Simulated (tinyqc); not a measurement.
Inside a calculation. Method: CIS and TDHF on RHF in the 3-21g basis, for H3+, spin multiplicity 1. Computed by tinyqc, a small Python program that keeps every step (integrals from PySCF). Settings: charge = 1, multiplicity = 1, basis = 3-21g, method = RHF, energy threshold = 1e-10, iteration cap = 86, orthogonalisation = symmetric, start = atomic densities, DIIS depth = 6, TDHF = 1. Command: `OMP_NUM_THREADS=1 python tinyqc.py 29577 29578 out.jsonl` (the two numbers bound the seeds that draw the settings). One thread of a shared host (Intel(R) Xeon(R) Processor @ 2.60GHz), about 0.09 s of CPU time with the checks. The early iterations of the SCF are left out here.

## One-electron integrals

Geometry (angstrom):
```
atom         x         y         z
H     0.000000  0.000000  0.000000
H     0.000000  0.000000  0.790000
H     0.000000  0.684000  0.395000
```

Basis 3-21g: exponents (1/bohr^2) and contraction coefficients of normalised primitives:
```
element  l (shell)  exponent  coefficient
H            s (1)  5.447178     0.156285
H            s (1)  0.824547     0.904691
H            s (2)  0.183192     1.000000
```

Overlap, kinetic and nuclear-attraction integrals over the contracted functions; the nuclear repulsion is the sum of Za Zb / Rab.

nuclear repulsion = 2.00976883 hartree

overlap S, lower triangle:
```
          1H 1s     1H 2s     2H 1s     2H 2s     3H 1s     3H 2s
1H 1s  1.000000
1H 2s  0.645899  1.000000
2H 1s  0.358456  0.461072  1.000000
2H 2s  0.461072  0.815348  0.645899  1.000000
3H 1s  0.358579  0.461126  0.358579  0.461126  1.000000
3H 2s  0.461126  0.815407  0.461126  0.815407  0.645899  1.000000
```

kinetic energy T (hartree), lower triangle:
```
          1H 1s     1H 2s     2H 1s     2H 2s     3H 1s     3H 2s
1H 1s  1.549405
1H 2s  0.293152  0.274788
2H 1s  0.150697  0.162095  1.549405
2H 2s  0.162095  0.193556  0.293152  0.274788
3H 1s  0.150855  0.162131  0.150855  0.162131  1.549405
3H 2s  0.162131  0.193581  0.162131  0.193581  0.293152  0.274788
```

nuclear attraction V (hartree), lower triangle:
```
           1H 1s      1H 2s      2H 1s      2H 2s      3H 1s      3H 2s
1H 1s  -3.053368
1H 2s  -1.620066  -1.753092
2H 1s  -1.100173  -1.206918  -3.053368
2H 2s  -1.206918  -1.503819  -1.620066  -1.753092
3H 1s  -1.100585  -1.207091  -1.100585  -1.207091  -3.053479
3H 2s  -1.207059  -1.503922  -1.207059  -1.503922  -1.620126  -1.753133
```

core Hamiltonian H = T + V (hartree), lower triangle:
```
           1H 1s      1H 2s      2H 1s      2H 2s      3H 1s      3H 2s
1H 1s  -1.503963
1H 2s  -1.326914  -1.478304
2H 1s  -0.949475  -1.044823  -1.503963
2H 2s  -1.044823  -1.310263  -1.326914  -1.478304
3H 1s  -0.949729  -1.044961  -0.949729  -1.044961  -1.504075
3H 2s  -1.044928  -1.310341  -1.044928  -1.310341  -1.326974  -1.478345
```

## Two-electron integrals

Functions are numbered as in S; the eight-fold symmetry (ij|kl) = (ji|kl) = (kl|ij) leaves the list below.

Two-electron integrals (ij|kl) in chemists' order, unique and non-zero (hartree):
```
(11|11) 1.140145   (21|11) 0.611403   (21|21) 0.345152   (22|11) 0.626370
(22|21) 0.380329   (22|22) 0.482957   (31|11) 0.332816   (31|21) 0.189376
(31|22) 0.210451   (31|31) 0.134456   (32|11) 0.316934   (32|21) 0.191660
(32|22) 0.237977   (32|31) 0.143694   (32|32) 0.175263   (33|11) 0.642024
(33|21) 0.396835   (33|22) 0.508091   (33|31) 0.332816   (33|32) 0.429140
(33|33) 1.140145   (41|11) 0.429140   (41|21) 0.243192   (41|22) 0.269707
(41|31) 0.143694   (41|32) 0.148646   (41|33) 0.316934   (41|41) 0.175263
(42|11) 0.482865   (42|21) 0.295071   (42|22) 0.380781   (42|31) 0.181181
(42|32) 0.216488   (42|33) 0.482865   (42|41) 0.216488   (42|42) 0.321066
(43|11) 0.396835   (43|21) 0.244362   (43|22) 0.315485   (43|31) 0.189376
(43|32) 0.243192   (43|33) 0.611403   (43|41) 0.191660   (43|42) 0.295071
(43|43) 0.345152   (44|11) 0.508091   (44|21) 0.315485   (44|22) 0.424556
(44|31) 0.210451   (44|32) 0.269707   (44|33) 0.626370   (44|41) 0.237977
(44|42) 0.380781   (44|43) 0.380329   (44|44) 0.482957   (51|11) 0.332950
(51|21) 0.189449   (51|22) 0.210528   (51|31) 0.115579   (51|32) 0.119524
(51|33) 0.253297   (51|41) 0.138328   (51|42) 0.171568   (51|43) 0.153714
(51|44) 0.189839   (51|51) 0.134551   (52|11) 0.317001   (52|21) 0.191697
(52|22) 0.238015   (52|31) 0.119504   (52|32) 0.136680   (52|33) 0.297420
(52|41) 0.141755   (52|42) 0.199967   (52|43) 0.181771   (52|44) 0.230794
(52|51) 0.143764   (52|52) 0.175305   (53|11) 0.253297   (53|21) 0.153714
(53|22) 0.189839   (53|31) 0.115579   (53|32) 0.138328   (53|33) 0.332950
(53|41) 0.119524   (53|42) 0.171568   (53|43) 0.189449   (53|44) 0.210528
(53|51) 0.115614   (53|52) 0.138341   (53|53) 0.134551   (54|11) 0.297420
(54|21) 0.181771   (54|22) 0.230794   (54|31) 0.119504   (54|32) 0.141755
(54|33) 0.317001   (54|41) 0.136680   (54|42) 0.199967   (54|43) 0.191697
(54|44) 0.238015   (54|51) 0.138341   (54|52) 0.173341   (54|53) 0.143764
(54|54) 0.175305   (55|11) 0.642114   (55|21) 0.396882   (55|22) 0.508125
(55|31) 0.253239   (55|32) 0.297397   (55|33) 0.642114   (55|41) 0.297397
(55|42) 0.434965   (55|43) 0.396882   (55|44) 0.508125   (55|51) 0.332950
(55|52) 0.429193   (55|53) 0.332950   (55|54) 0.429193   (55|55) 1.140145
(61|11) 0.429193   (61|21) 0.243222   (61|22) 0.269740   (61|31) 0.138291
(61|32) 0.141744   (61|33) 0.297396   (61|41) 0.173321   (61|42) 0.212866
(61|43) 0.181758   (61|44) 0.230784   (61|51) 0.143764   (61|52) 0.148689
(61|53) 0.119536   (61|54) 0.141768   (61|55) 0.317001   (61|61) 0.175305
(62|11) 0.482909   (62|21) 0.295098   (62|22) 0.380812   (62|31) 0.171521
(62|32) 0.199952   (62|33) 0.434973   (62|41) 0.212859   (62|42) 0.310495
(62|43) 0.268785   (62|44) 0.357053   (62|51) 0.181257   (62|52) 0.216531
(62|53) 0.171577   (62|54) 0.212882   (62|55) 0.482909   (62|61) 0.216531
(62|62) 0.321112   (63|11) 0.297396   (63|21) 0.181758   (63|22) 0.230784
(63|31) 0.138291   (63|32) 0.173321   (63|33) 0.429193   (63|41) 0.141744
(63|42) 0.212866   (63|43) 0.243222   (63|44) 0.269740   (63|51) 0.119536
(63|52) 0.141768   (63|53) 0.143764   (63|54) 0.148689   (63|55) 0.317001
(63|61) 0.136685   (63|62) 0.199974   (63|63) 0.175305   (64|11) 0.434973
(64|21) 0.268785   (64|22) 0.357053   (64|31) 0.171521   (64|32) 0.212859
(64|33) 0.482909   (64|41) 0.199952   (64|42) 0.310495   (64|43) 0.295098
(64|44) 0.380812   (64|51) 0.171577   (64|52) 0.212882   (64|53) 0.181257
(64|54) 0.216531   (64|55) 0.482909   (64|61) 0.199974   (64|62) 0.310513
(64|63) 0.216531   (64|64) 0.321112   (65|11) 0.396882   (65|21) 0.244387
(65|22) 0.315504   (65|31) 0.153675   (65|32) 0.181755   (65|33) 0.396882
(65|41) 0.181755   (65|42) 0.268778   (65|43) 0.244387   (65|44) 0.315504
(65|51) 0.189449   (65|52) 0.243222   (65|53) 0.189449   (65|54) 0.243222
(65|55) 0.611403   (65|61) 0.191697   (65|62) 0.295098   (65|63) 0.191697
(65|64) 0.295098   (65|65) 0.345152   (66|11) 0.508125   (66|21) 0.315504
(66|22) 0.424574   (66|31) 0.189783   (66|32) 0.230771   (66|33) 0.508125
(66|41) 0.230771   (66|42) 0.357039   (66|43) 0.315504   (66|44) 0.424574
(66|51) 0.210528   (66|52) 0.269740   (66|53) 0.210528   (66|54) 0.269740
(66|55) 0.626370   (66|61) 0.238015   (66|62) 0.380812   (66|63) 0.238015
(66|64) 0.380812   (66|65) 0.380329   (66|66) 0.482957
```

## Orthogonalisation

S = U s U^T; symmetric (Loewdin) form X = U s^(-1/2) U^T, so that X^T S X = 1.

eigenvalues of S: 0.119205  0.119247  0.540616  0.706749  0.706950  3.807234

X, lower triangle:
```
           1H 1s      1H 2s      2H 1s      2H 2s      3H 1s     3H 2s
1H 1s   1.271150
1H 2s  -0.493419   2.076636
2H 1s  -0.108107   0.043264   1.271150
2H 2s   0.043264  -0.629302  -0.493419   2.076636
3H 1s  -0.108208   0.043295  -0.108208   0.043295   1.271176
3H 2s   0.043285  -0.629577   0.043285  -0.629577  -0.493429  2.076871
```

## Iteration 5 (converged): orbitals

converged F (hartree), lower triangle:
```
           1H 1s      1H 2s      2H 1s      2H 2s      3H 1s      3H 2s
1H 1s  -0.495162
1H 2s  -0.860466  -0.819588
2H 1s  -0.760461  -0.776888  -0.495162
2H 2s  -0.776888  -0.798835  -0.860466  -0.819588
3H 1s  -0.760579  -0.776978  -0.760579  -0.776978  -0.495267
3H 2s  -0.776943  -0.798868  -0.776943  -0.798868  -0.860538  -0.819629
```

Diagonalise F' = X^T F X, C = X C', fill 1 alpha and 1 beta electrons from the bottom; D = 2 C_occ C_occ^T. Each column has its largest component positive (the first on a tie).

F' = X^T F X (hartree), lower triangle:
```
           1          2          3          4          5          6
1   0.224638
2  -0.605710  -0.003087
3  -0.397808  -0.103469   0.224638
4  -0.103469  -0.170291  -0.605710  -0.003087
5  -0.397983  -0.103461  -0.397983  -0.103461   0.224640
6  -0.103458  -0.170304  -0.103458  -0.170304  -0.605727  -0.003074
```

orbital energies (hartree): MO1 -1.278012, MO2 -0.156589, MO3 -0.156523, MO4 0.363118, MO5 0.946239, MO6 0.946435

coefficients C:
```
            MO1        MO2        MO3        MO4        MO5        MO6
1H 1s  0.305339   0.209504  -0.120921   0.576879  -1.025328   0.592110
1H 2s  0.132595   1.402525  -0.810016  -0.510298   1.355725  -0.782841
2H 1s  0.305339  -0.209504  -0.120921   0.576879   1.025328   0.592110
2H 2s  0.132595  -1.402525  -0.810016  -0.510298  -1.355725  -0.782841
3H 1s  0.305373   0.000000   0.241872   0.576942   0.000000  -1.184023
3H 2s  0.132600   0.000000   1.619923  -0.510575   0.000000   1.565543
```

D after iteration 5, lower triangle:
```
          1H 1s     1H 2s     2H 1s     2H 2s     3H 1s     3H 2s
1H 1s  0.186464
1H 2s  0.080973  0.035163
2H 1s  0.186464  0.080973  0.186464
2H 2s  0.080973  0.035163  0.080973  0.035163
3H 1s  0.186485  0.080982  0.186485  0.080982  0.186505
3H 2s  0.080976  0.035164  0.080976  0.035164  0.080985  0.035166
```

## Convergence

Stop when the energy changes by less than 1e-10 hartree and every element of the error matrix X^T (F D S - S D F) X is below 3e-06.

Course of the cycle:
```
iteration  E (hartree)     change  largest element of the error matrix
1          -0.65021850          -                             1.83e-01
2          -1.26320417  -6.13e-01                             3.15e-02
3          -1.26643223  -3.23e-03                             5.33e-04
4          -1.26643317  -9.32e-07                             1.51e-06
5          -1.26643317  -6.63e-12                             4.10e-07
```

PySCF RHF in the same basis = -1.26643317 hartree

Converged in 5 iterations.

## Integrals over molecular orbitals

(pq|rs) = sum C_ip C_jq C_kr C_ls (ij|kl), one index at a time.

one-electron integrals over orbitals h = C^T H C (hartree), lower triangle:
```
           1          2          3          4          5          6
1  -1.998190
2   0.000000  -1.041329
3  -0.000021   0.000000  -1.041238
4  -0.152953   0.000000  -0.000010  -0.565052
5   0.000000   0.250252   0.000000   0.000000  -0.215089
6   0.000012   0.000000   0.250245   0.000020   0.000000  -0.214983
```

Two-electron integrals over orbitals (pq|rs), unique and non-zero (hartree):
```
(11|11) 0.720179    (21|21) 0.084723    (22|11) 0.484731    (22|22) 0.437074
(31|11) 0.000021    (31|22) -0.032817   (31|31) 0.084705    (32|21) -0.032827
(32|32) 0.032036    (33|11) 0.484710    (33|22) 0.373004    (33|31) 0.032816
(33|33) 0.437043    (41|11) 0.152952    (41|22) 0.050887    (41|31) 0.000008
(41|33) 0.050876    (41|41) 0.077086    (42|21) -0.020356   (42|32) 0.011863
(42|42) 0.039376    (43|11) 0.000009    (43|22) 0.011867    (43|31) -0.020368
(43|33) -0.011859   (43|41) 0.000008    (43|43) 0.039386    (44|11) 0.502628
(44|22) 0.392562    (44|31) 0.000018    (44|33) 0.392561    (44|41) 0.068358
(44|43) -2.16e-06   (44|44) 0.406900    (51|21) -0.079951   (51|32) 0.031358
(51|42) -0.013818   (51|51) 0.111735    (52|11) -0.165101   (52|22) -0.081014
(52|31) 0.028189    (52|33) -0.064378   (52|41) -0.064528   (52|43) 0.005316
(52|44) -0.077952   (52|52) 0.092209    (53|21) 0.028191    (53|32) -0.008310
(53|42) 0.005324    (53|51) -0.039851   (53|53) 0.020698    (54|21) -0.070311
(54|32) 0.027337    (54|42) 0.014125    (54|51) 0.075495    (54|53) -0.026109
(54|54) 0.072652    (55|11) 0.636532    (55|22) 0.486452    (55|31) -0.063478
(55|33) 0.417517    (55|41) 0.130889    (55|43) -0.002166   (55|44) 0.461733
(55|52) -0.174825   (55|55) 0.668118    (61|11) -0.000012   (61|22) 0.031363
(61|31) -0.079945   (61|33) -0.031353   (61|41) -0.000008   (61|43) -0.013807
(61|44) -0.000011   (61|52) -0.039861   (61|55) 0.083680    (61|61) 0.111749
(62|21) 0.028207    (62|32) -0.008318   (62|42) 0.005322    (62|51) -0.039869
(62|53) 0.019304    (62|54) -0.026123   (62|62) 0.020711    (63|11) -0.165095
(63|22) -0.064383   (63|31) -0.028198   (63|33) -0.080994   (63|41) -0.064525
(63|43) -0.005320   (63|44) -0.077951   (63|52) 0.052200    (63|55) -0.114566
(63|61) 0.039857    (63|63) 0.092192    (64|11) -0.000014   (64|22) 0.027334
(64|31) -0.070300   (64|33) -0.027329   (64|41) -0.000007   (64|43) 0.014132
(64|44) -0.000015   (64|52) -0.026114   (64|55) 0.063537    (64|61) 0.075502
(64|63) 0.026117    (64|64) 0.072649    (65|21) -0.063512   (65|32) 0.034467
(65|42) -0.002181   (65|51) 0.083691    (65|53) -0.030126   (65|54) 0.063554
(65|62) -0.030141   (65|65) 0.073241    (66|11) 0.636583    (66|22) 0.417554
(66|31) 0.063493    (66|33) 0.486434    (66|41) 0.130910    (66|43) 0.002184
(66|44) 0.461768    (66|52) -0.114592   (66|55) 0.521735    (66|61) -0.083676
(66|63) -0.174825   (66|64) -0.063540   (66|66) 0.668173
```

## CIS matrix, singlets

A(ia,jb) = (e_a - e_i) d_ij d_ab + 2 (ia|jb) - (ij|ab).

CIS matrix A, singlet (hartree), lower triangle:
```
          1>2       1>3        1>4       1>5       1>6
1>2  0.806138
1>3  0.000000  0.806189
1>4  0.000000  0.000007   1.292675
1>5  0.005200  0.000000   0.000000  1.811189
1>6  0.000000  0.005204  -0.000001  0.000000  1.811360
```

## CIS singlet states

dipole integrals <i|r|a> (bohr):
```
            x          y          z
1>2  0.000000   0.000000  -0.831023
1>3  0.000000   0.830954   0.000000
1>4  0.000000  -0.000037   0.000000
1>5  0.000000   0.000000   0.179194
1>6  0.000000  -0.179231   0.000000
```

Diagonalise A (1 hartree = 27.211386 eV); each vector has its largest component positive (the first on a tie). The transition dipole is mu = sqrt2 sum c_ia <i|r|a>.

singlet excitation energies (eV): 21.935394  21.936782  35.175466  49.285682  49.290363

lowest vectors:
```
       state 1    state 2   state 3   state 4    state 5
1>2   0.999987   0.000000  0.000000  0.005174   0.000000
1>3   0.000000   0.999987  0.000014  0.000000   0.005177
1>4   0.000000  -0.000014  1.000000  0.000000  -0.000002
1>5  -0.005174   0.000000  0.000000  0.999987   0.000000
1>6   0.000000  -0.005177  0.000002  0.000000   0.999987
```

oscillator strengths 2/3 w |mu|^2: 0.743903  0.743828  0.000000  0.073867  0.073903

## TDHF (RPA) singlet states

B(ia,jb) = 2 (ia|jb) - (ib|ja); the squared energies are the eigenvalues of (A - B)(A + B); 1 hartree = 27.211386 eV.

TDHF matrix B, singlet (hartree), lower triangle:
```
           1>2        1>3        1>4       1>5       1>6
1>2   0.084723
1>3   0.000000   0.084705
1>4   0.000000   0.000008   0.077086
1>5  -0.079951   0.000000   0.000000  0.111735
1>6   0.000000  -0.079945  -0.000008  0.000000  0.111749
```

squared energies w^2 (hartree^2): 0.638457  0.638543  1.665065  3.259412  3.260033

TDHF energies from the positive w^2 (eV): 21.742860  21.744322  35.112866  49.127003  49.131684

## CIS matrix, triplets

A(ia,jb) = (e_a - e_i) d_ij d_ab - (ij|ab).

CIS matrix A, triplet (hartree), lower triangle:
```
          1>2        1>3       1>4       1>5       1>6
1>2  0.636691
1>3  0.000000   0.636779
1>4  0.000000  -0.000009  1.138502
1>5  0.165101   0.000000  0.000000  1.587719
1>6  0.000000   0.165095  0.000014  0.000000  1.587863
```

## CIS triplet states

Diagonalise A (1 hartree = 27.211386 eV); each vector has its largest component positive (the first on a tie).

triplet excitation energies (eV): 16.567502  16.569979  30.980216  43.961794  43.965607

lowest vectors:
```
       state 1    state 2    state 3   state 4   state 5
1>2   0.986073   0.000000   0.000000  0.166315  0.000000
1>3   0.000000   0.986075  -0.000025  0.000000  0.166300
1>4   0.000000   0.000021   1.000000  0.000000  0.000026
1>5  -0.166315   0.000000   0.000000  0.986073  0.000000
1>6   0.000000  -0.166300  -0.000022  0.000000  0.986075
```

## TDHF (RPA) triplet states

B(ia,jb) = - (ib|ja); the squared energies are the eigenvalues of (A - B)(A + B); 1 hartree = 27.211386 eV.

TDHF matrix B, triplet (hartree), lower triangle:
```
           1>2        1>3        1>4        1>5        1>6
1>2  -0.084723
1>3   0.000000  -0.084705
1>4   0.000000  -0.000008  -0.077086
1>5   0.079951   0.000000   0.000000  -0.111735
1>6   0.000000   0.079945   0.000008   0.000000  -0.111749
```

squared energies w^2 (hartree^2): 0.354603  0.354718  1.290244  2.593696  2.594146

TDHF energies from the positive w^2 (eV): 16.203985  16.206623  30.909121  43.823815  43.827615
